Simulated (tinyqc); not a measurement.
Strain-driven crossing of the Gamma and L valleys in a germanium-like crystal alloyed with tin: one step. Gaps of the unstrained alloy. Three cases, with inputs chosen for the exercise.

Question. Give both gaps, their difference, and the y at which they cross (the root of a quadratic between 0 and 0.3).

With tin the unstrained gaps become E(y) = (1 - y) E + y EgS - CS y (1 - y); all other values are kept.

Give: Gamma and L gaps; Gamma - L; crossing y.

Case 1.

Values chosen (near those of Ge, gaps at low temperature; not measured data): Eg = 0.909 eV (gap at Gamma to the s-like level); EgL = 0.748 eV (gap to L); EgS = (-0.393, 0.057) eV (Gamma and L gaps of the tin end); CS = (2.01, 1.1) eV (bowing of the Gamma and L gaps); y = 0.09 (tin fraction).

Answer.

Gamma and L gaps (eV): 0.6272  0.5957

Gamma - L = 0.0315 eV
crossing y = 0.1136

Without strain the alloy is indirect.

Case 2.

Values chosen (near those of Ge, gaps at low temperature; not measured data): Eg = 0.911 eV (gap at Gamma to the s-like level); EgL = 0.744 eV (gap to L); EgS = (-0.39, 0.122) eV (Gamma and L gaps of the tin end); CS = (2.87, 0.92) eV (bowing of the Gamma and L gaps); y = 0.03 (tin fraction).

Answer.

Gamma and L gaps (eV): 0.7885  0.6986

Gamma - L = 0.0899 eV
crossing y = 0.0668

Without strain the alloy is indirect.

Case 3.

Values chosen (near those of Ge, gaps at low temperature; not measured data): Eg = 0.893 eV (gap at Gamma to the s-like level); EgL = 0.737 eV (gap to L); EgS = (-0.398, 0.098) eV (Gamma and L gaps of the tin end); CS = (2.7, 0.89) eV (bowing of the Gamma and L gaps); y = 0.078 (tin fraction).

Answer.

Gamma and L gaps (eV): 0.5981  0.6232

Gamma - L = -0.0250 eV
crossing y = 0.0666

Without strain the alloy is direct.

Computed by tinyqc, one run a case: `OMP_NUM_THREADS=1 python tinyqc.py N N+1 out.jsonl` with N = 1081206, 1081356, 1081412; one thread of a shared Intel(R) Xeon(R) Processor @ 2.30GHz, about 0.01 s a run at most.
